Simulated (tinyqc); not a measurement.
# Model parameters from four stresses

Question. The threshold shift of a transistor under bias-temperature stress follows dV = A (V/V0)^g exp[-(Ea q/kB)(1/T - 1/T0)] (t/1 s)^n. Find n, A, g and Ea.

Values chosen for this exercise:

| symbol | value | unit | meaning |
|---|---|---|---|
| V0 | 1.8 | V | reference stress voltage |
| T0 | 373 | K | reference temperature |

Constants: q = 1.602176634e-19 C, kB = 1.380649e-23 J/K. Results are converted to the units shown.

dV at (V0, T0, 10 s), (V0, T0, 1000 s), (1.5 V, T0, 1000 s) and (V0, 398 K, 1000 s) (mV): [30.976332, 74.307046, 42.224852, 97.689852]

Answer. Each pair differs in one condition, and the logarithm of its ratio gives one exponent.

n = 0.1900
A = 20.00 mV
g = 3.100
Ea = 0.1400 eV

Computed by the program tinyqc: `OMP_NUM_THREADS=1 python tinyqc.py 2070078 2070079 out.jsonl`, one thread of a shared Intel Xeon 2.30GHz, about 0.01 s for the whole run.
